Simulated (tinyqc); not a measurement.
Frequency dispersion of an accumulation capacitance by border traps, distributed model: two steps of the calculation.

Traps spread evenly through the insulator exchange electrons with the semiconductor by tunnelling, with tau(x) = t0 exp(2 ka x) at depth x from the interface. The admittance per area Y seen at depth x obeys dY/dx = -Y^2/(i w eps0 eox) + q Nb ln(1 + i w tau)/tau, with Y(0) = i w Cs and w = 2 pi f; the gate sees Y(tox) = G + i w C. Working variable y = Y/(i w), in uF/cm^2. Cox = eps0 eox/tox.

Parameters, values chosen for the exercise; permittivity close to that of aluminium oxide: relative permittivity of the insulator eox = 8.7; insulator thickness tox = 7.7 nm; semiconductor capacitance in accumulation Cs = 6.3 uF/cm^2; density of border traps Nb = 1.5e19 cm^-3 eV^-1; decay constant of the wave function in the insulator ka = 4.9 1/nm; time constant of a trap at the interface t0 = 3e-11 s; frequency f = 10000 Hz; depth down to which the steps are taken xe = 1.9 nm.

Constants: q = 1.602176634e-19 C, eps0 = 8.8541878128e-14 F/cm where lengths are in cm. Results are converted to the units shown.

Question 1. Scales and lumped estimate. Cox; trap-free value 1/(1/Cox + 1/Cs); response depth d = ln(1/(w t0))/(2 ka), where w tau = 1; lumped estimate: all traps within d act as C_bt = q Nb d placed at d/2, so C = 1/{1/[1/(1/Cs + d/(2 eps0 eox)) + C_bt] + (tox - d/2)/(eps0 eox)}.

Wanted: Cox; trap-free C; d; C_bt; lumped C.

Answer 1.

Cox = 1.0004 uF/cm^2
trap-free C = 0.86332 uF/cm^2
d = 1.3451 nm
C_bt = 0.32325 uF/cm^2
lumped C = 0.87704 uF/cm^2

The traps within reach amount to 0.0513 Cs and lie in the first 17.5 % of the insulator.

Question 2. Capacitance and conductance at the gate. Beyond xe the traps are ignored, so 1/y(tox) = 1/y(xe) + (tox - xe)/(eps0 eox); C = Re y, G/w = -Im y, loss tangent G/(w C).

y at xe = 2.6208891-0.0272327i uF/cm^2

Give: y at the gate; C; G/w; loss tangent.

Answer 2.

y at the gate = 0.8815-0.0031i uF/cm^2
C = 0.8815 uF/cm^2
G/w = 0.003080 uF/cm^2
loss tangent = 0.003494

Computed by the program tinyqc: `OMP_NUM_THREADS=1 python tinyqc.py 2202008 2202009 out.jsonl`, one thread of a shared Intel Xeon 2.30GHz, about 0.6 s for the whole run.
